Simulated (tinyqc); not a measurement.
Size effects in the resistivity of thin metal films and interconnect lines: one step, computed by the program tinyqc.

Electrons lose their drift at surfaces (a share 1 - p of the hits) and at grain boundaries (reflection R), besides bulk scattering.

Problem. Grain boundaries. Mayadas-Shatzkes: alpha = (lambda/D) R/(1 - R); rho_b/rho = 1 - 3 alpha/2 + 3 alpha^2 - 3 alpha^3 ln(1 + 1/alpha).

Inputs (values chosen for the exercise, modelled on iridium): bulk mean free path lambda = 6.8 nm; grain-boundary reflection R = 0.44.

Geometry: film.

grain size D = 3.432 nm

Give: alpha; rho/rho_b from grains.

Solution.

alpha = 1.557

rho/rho_b from grains = 3.126

The linear estimate 1 + 3 alpha/2 gives 3.335, 7 % high; at large alpha the slope is 4/3.
